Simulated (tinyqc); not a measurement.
Read current of a NAND string, cells in series solved by shooting: one step of the calculation.

Cells in series, numbered from 0 at the source line (0 V) to the bit line, each followed by a gap resistance Rg. A cell with gate Vg, threshold VT, source Vs and drain Vd passes I = 2 nf K Vt^2 [F(Vs) - F(Vd)]/(1 + th max(Vg - VT, 0)), F(V) = ln^2(1 + exp((Vg - VT - nf V)/(2 nf Vt))). The selected cell has Vg = Vr, the others Vg = Vp.

Task. Node voltages for a trial current. For a trial current I start at 0 V and, cell by cell (the selected one is cell 3), solve for the drain: sqrt(F(Vd)) = sqrt(F(Vs) - I/k), k = 2 nf K Vt^2/(1 + th max(Vg - VT, 0)), Vd = [Vg - VT - 2 nf Vt ln(exp(sqrt F) - 1)]/nf, then add I Rg.

Values chosen for this exercise; values of the order met in vertical NAND strings: temperature T = 300 K; gain factor of a cell K = 25 uA/V^2; slope factor nf = 1.8; mobility reduction factor th = 0.1 1/V; resistance of the gap between cells Rg = 4.5 kohm; bit-line voltage Vbl = 0.4 V; pass voltage Vp = 6 V; read voltage on the selected word line Vr = 2.6 V.

Constants: q = 1.602176634e-19 C, kB = 1.380649e-23 J/K, Vt = kB T/q. Results are converted to the units shown.

first trial current = 1.8 uA
thresholds from the source end, cell 0 to 4 (V): [3.3, 3.3, 3.3, 0.8, -1.3]

Find: node voltage after each cell and gap, trial 1.

Result.

node voltage after each cell and gap, trial 1, cell 0 to 4 (V): [0.042358, 0.085736, 0.13022, 0.19440, 0.22046]

tinyqc, about 0.9 s, one thread, Intel Xeon 2.30GHz (shared host): `OMP_NUM_THREADS=1 python tinyqc.py 2142211 2142212 out.jsonl`
